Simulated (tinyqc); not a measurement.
CIS and TDHF on RHF in the 6-31g basis, for H3+, spin multiplicity 1, step by step. One step of it, computed by the program tinyqc.

Task: CIS singlet states. Diagonalise A (1 hartree = 27.211386 eV); each vector has its largest component positive (the first on a tie). The transition dipole is mu = sqrt2 sum c_ia <i|r|a>.

CIS matrix A, singlet (hartree):
```
,1>2,1>3,1>4,1>5,1>6
1>2,0.383672,0.000000,0.000000,-0.017609,0.000000
1>3,0.000000,0.662703,0.032177,0.000000,0.004808
1>4,0.000000,0.032177,1.187136,0.000000,0.006365
1>5,-0.017609,0.000000,0.000000,1.306562,0.000000
1>6,0.000000,0.004808,0.006365,0.000000,1.470940
```

dipole integrals <i|r|a> (bohr):
```
,x,y,z
1>2,0.000000,0.000000,1.389610
1>3,0.000000,0.000000,0.000000
1>4,0.000000,0.000000,0.000000
1>5,0.000000,0.000000,-0.082929
1>6,0.000000,0.000000,0.000000
```

Give: singlet excitation energies; lowest vectors; oscillator strengths 2/3 w |mu|^2.

Result:

singlet excitation energies (eV): 10.4311  17.9789  32.3529  35.5625  40.0312

lowest vectors:
```
,state 1,state 2,state 3,state 4,state 5
1>2,0.9998,0.0000,0.0000,-0.0191,0.0000
1>3,0.0000,0.9981,0.0608,0.0000,0.0069
1>4,0.0000,-0.0609,0.9979,0.0000,0.0232
1>5,0.0191,0.0000,0.0000,0.9998,0.0000
1>6,0.0000,-0.0054,-0.0236,0.0000,0.9997
```

oscillator strengths 2/3 w |mu|^2: 0.9844  0.0000  0.0000  0.0209  0.0000
